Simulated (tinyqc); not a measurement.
# Planar metal-insulator-metal capacitor: capacitance, non-linearity, leakage and relaxation: effects of single changes

A film between two metal electrodes, each interface adding a series capacitance ci. The small-signal permittivity is ek (1 + aq E^2); the field is found with the linear permittivity. Leakage J = J0 sinh(E/Ef). After a voltage step the film passes a relaxation current kr C V tt^(-nr), tt being the time in seconds.

Inputs (values chosen for the exercise); permittivity of the order of that of silicon nitride:
- ek = 7.11 (relative permittivity of the film)
- t = 6.8 nm (film thickness)
- ci = 81 uF/cm^2 (capacitance of each electrode interface (dead layer and screening))
- aq = 0.0032 cm^2/MV^2 (quadratic field coefficient of the permittivity)
- V = 1.2 V (bias)
- nr = 0.946 (exponent of the relaxation current)
- kr = 0.0052 (strength of the relaxation)
- J0 = 8.8e-11 A/cm^2 (leakage prefactor)
- Ef = 0.49 MV/cm (field for an e-fold rise of the leakage)
- t0 = 1e-8 s (duration of the write pulse)

Constants: eps0 = 8.8541878128e-14 F/cm where lengths are in cm. Results are converted to the units shown.

Each table varies one quantity; the others keep the values above.

## Capacitance, non-linearity and leakage against thickness

Planar film: Cf = eps0 ek/t, 1/C = 1/Cf + 2/ci, EOT = 3.9 eps0/C, effective permittivity C t/eps0, E = (V/t) C/Cf; quadratic coefficient [C(V)/C - 1]/V^2 with Cf (1 + aq E^2) in C(V).

Capacitance, non-linearity and leakage against thickness:
```
t (nm)  C (uF/cm^2)  EOT (nm)  effective permittivity  E (MV/cm)  quadratic coefficient (ppm/V^2)  J (A/cm^2)
2.5           2.371     1.457                   6.694      4.519                          4.256e4    4.454e-7
3.7           1.633     2.115                   6.823      3.112                          2.063e4    2.524e-8
5.5           1.113     3.102                   6.915      2.122                             9726    3.342e-9
8.2          0.7534     4.583                   6.978      1.436                             4498   8.225e-10
12           0.5179     6.668                   7.019     0.9872                             2138   3.241e-10
18           0.3467     9.959                   7.049     0.6610                            962.5   1.581e-10
27           0.2318     14.90                   7.069     0.4419                            431.5   9.057e-11
40           0.1568     22.03                   7.082     0.2988                            197.7   5.706e-11
60           0.1047     33.00                   7.092     0.1995                            88.20   3.682e-11
```

What does the comparison show?

C falls from 2.37 to 0.105 uF/cm^2 while the effective permittivity goes from 6.69 to 7.09 (ek = 7.11). EOT is a straight line in t with slope 3.9/ek = 0.549 and intercept 0.0853 nm. The quadratic coefficient goes as t^(-1.85) between the first two rows and t^(-1.99) between the last two (-2 without interfaces), and J falls by 4.08 decades. For t = 2.5, 3.7 direct tunnelling, left out, would add to the leakage.

## Charge lost after writing

Planar film: Cf = eps0 ek/t, 1/C = 1/Cf + 2/ci, EOT = 3.9 eps0/C, effective permittivity C t/eps0, E = (V/t) C/Cf. A capacitor written for t0 and then left open loses, as a share of C V, kr (tt^(1 - nr) - t0^(1 - nr))/(1 - nr) by relaxation and J tt/(C V) by leakage; both are taken as small, and rows far outside that range are left out.

The same in every row: leakage current (nA/cm^2) = 1.4866.

Result of one run:
```
tt (s)  relaxation current (nA/cm^2)  loss by relaxation (%)  loss by leakage (%)  total loss (%)
10                           0.63956                  7.3433               1.3688          8.7121
```

What becomes of these results when the time since the start of the write pulse tt is changed from 10 to 0.001 s, all else the same?

Result of the changed run:
```
tt (s)  relaxation current (nA/cm^2)  loss by relaxation (%)  loss by leakage (%)  total loss (%)
0.001                         3889.4                  3.0702            1.3688e-4          3.0703
```

The whole series:
```
tt (s)  relaxation current (nA/cm^2)  loss by relaxation (%)  loss by leakage (%)  total loss (%)
1e-6                        2.6784e6                  1.0055            1.3688e-7          1.0055
1e-5                        3.0330e5                  1.6101            1.3688e-6          1.6101
0.0001                         34346                  2.2948            1.3688e-5          2.2948
0.001                         3889.4                  3.0702            1.3688e-4          3.0703
0.01                          440.43                  3.9482            0.0013688          3.9495
0.1                           49.874                  4.9424             0.013688          4.9561
1                             5.6478                  6.0683              0.13688          6.2052
10                           0.63956                  7.3433               1.3688          8.7121
```

The two currents are equal at tt = 4.10 s. The loss by relaxation grows from 1.01 to 7.34 %, by 0.605 points over the first decade and 1.27 over the last, while the loss by leakage grows tenfold a decade. Relaxation is the larger loss in every row.

Computed by the program tinyqc: `OMP_NUM_THREADS=1 python tinyqc.py 2102061 2102062 out.jsonl`, one thread of a shared Intel Xeon 2.30GHz, about 0.01 s for the whole run.
